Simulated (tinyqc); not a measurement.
Raising U: Hubbard ring of 6 sites, mean field against exact. Computed by the program tinyqc. 

one-body matrix (hopping and site energies) (eV):
```
         1        2        3        4        5        6
1   0.2600  -1.9200   0.0000   0.0000   0.0000  -1.9200
2  -1.9200  -0.2300  -1.9200   0.0000   0.0000   0.0000
3   0.0000  -1.9200   0.0200  -1.9200   0.0000   0.0000
4   0.0000   0.0000  -1.9200  -0.2000  -1.9200   0.0000
5   0.0000   0.0000   0.0000  -1.9200  -0.1300  -1.9200
6  -1.9200   0.0000   0.0000   0.0000  -1.9200   0.3500
```

electrons, up and down: 3  3

Collinear unrestricted mean field (the lowest of 40 random starts) against exact diagonalisation.

Exact and mean-field results (eV):
```
U            U/t     E exact  E mean field  mean |n_up - n_down|  double occupancy, exact  first gap in the sector
0.9600    0.5000  -13.926274    -13.878156                0.0000                   0.2337                   3.5156
1.9200    1.0000  -12.628965    -12.435741                0.0000                   0.2167                   3.1849
3.8400    2.0000  -10.334760     -9.552006                0.0000                   0.1813                   2.5274
5.7600    3.0000   -8.454978     -6.953292                0.5513                   0.1451                   1.9416
7.6800    4.0000   -6.982319     -5.382312                0.7569                   0.1114                   1.4823
11.5200   6.0000   -5.018554     -3.671754                0.8912                   0.0638                   0.9324
15.3600   8.0000   -3.863969     -2.767506                0.9383                   0.0392                   0.6696
23.0400  12.0000   -2.618212     -1.837193                0.9724                   0.0186                   0.4355
38.4000  20.0000   -1.566923     -1.079210                0.9900                   0.0070                   0.2611
```

In absolute terms mean field is worst at U/t = 4.0, 1.600 eV too high: at small U it is nearly exact, and at large U it misses only exchange-scale energies. Its local moments set in at U/t = 3.0 of those listed, a broken symmetry that the exact state of a finite cluster with equal spins does not have. Relative to the exact energy its error is 0.3 % at the smallest U, 31 % at most and 31 % at the largest. The double occupancy falls from 0.234 to 0.007.
